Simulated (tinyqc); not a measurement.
Admittance spectroscopy and thermally stimulated current of one trap level in a depletion layer. From one set of inputs to another, one input at a time. Computed by tinyqc, a small Python program. Command: `OMP_NUM_THREADS=1 python tinyqc.py 3110708 3110709 out.jsonl admit ladder`. One thread of a shared host (Intel(R) Xeon(R) Processor @ 2.30GHz), about 0.01 s of CPU time with the checks.

A Schottky junction on n-type material holds one donor-like electron trap; shallow donors are fully ionised and abrupt depletion edges are assumed.

The inputs printed are set A. Set A is modelled on n-type GaN; the values taken over come from a set modelled on n-type 4H-SiC. Inputs not listed in the table keep their values of set A, so the rows need not describe a real material.

Inputs (values chosen for the exercise, modelled on n-type GaN):
```
quantity                         value    unit
dielectric constant eps           9.45       -
density-of-states mass m         0.203     m_0
shallow doping N               6.8e+15  1/cm^3
trap density N_t               2.2e+15  1/cm^3
trap depth E_t below the band    0.586      eV
capture cross section sigma    1.2e-17    cm^2
band bending V_b                   1.1       V
test frequency f                   300      Hz
```

Constants: k_B = 1.380649e-23 J/K; m_0 = 9.1093837015e-31 kg; h = 6.62607015e-34 J s; k_B = 8.617333262e-05 eV/K; eps_0 = 8.8541878128e-12 F/m; e = 1.602176634e-19 C.

Method:
- N_c = 2 (2 pi m k_B T/h^2)^(3/2), v_th = sqrt(3 k_B T/m), emission rate e_n = sigma v_th N_c exp(-E_t/(k_B T)).
- Where the level crosses the Fermi level capture equals emission, so the trap follows the signal with the rate 2 e_n; G/omega peaks at omega = 2 e_n (the correction for large N_t/N is left out).
- Solve 2 e_n(T_p) = 2 pi f.
- With E_c - E_F = k_B T_p ln(N_c/N): lambda = sqrt(2 eps eps_0 (E_t - (E_c - E_F))/(e^2 N)); traps are empty and charged for x < x_t = w - lambda, and V_b = e (N w^2 + N_t x_t^2)/(2 eps eps_0). High frequency: C_hf = eps eps_0/w. Low frequency: C_lf = eps eps_0 (N + N_t)/(N w + N_t x_t).

Each row keeps all changes above it:
```
input moved                            from       to  peak temperature T_p (K)  step (C_lf - C_hf)/C_hf  lambda (nm)
set A                                     -        -                    470.94                  0.15798       222.50
capture cross section sigma (cm^2)  1.2e-17  3.3e-15                    349.45                  0.17859       249.04
band bending V_b (V)                    1.1      2.3                    349.45                  0.12045       249.04
trap depth E_t below the band (eV)    0.586    0.449                    274.56                  0.10576       219.76
test frequency f (Hz)                   300    60000                    365.60                  0.09517       198.39
density-of-states mass m (m_0)        0.203    0.782                    337.46                  0.08714       182.04
trap density N_t (1/cm^3)           2.2e+15  4.9e+14                    337.46                  0.02138       182.04
shallow doping N (1/cm^3)           6.8e+15  1.2e+16                    337.46                  0.01274       142.18
```

Which inputs carry the difference?

Peak temperature T_p goes from 471 to 337, a factor 0.717 in all. The largest single move comes from capture cross section sigma (a factor 0.742), and test frequency f works against it (a factor 1.33). Step (C_lf - C_hf)/C_hf goes from 0.158 to 0.0127, a factor 0.0807 in all. The largest single move comes from trap density N_t (a factor 0.245). Lambda goes from 222 to 142, a factor 0.639 in all. The largest single move comes from shallow doping N (a factor 0.781), and capture cross section sigma works against it (a factor 1.12). The single moves hold for this order of the switches; the total does not depend on the order.

Caution (rows set A, capture cross section sigma, band bending V_b, trap depth E_t below the band, test frequency f, density-of-states mass m): N_t/N is not small, so the peak moves away from omega = 2 e_n.

Extremes, crossings and ranges named in words are read from the listed rows.
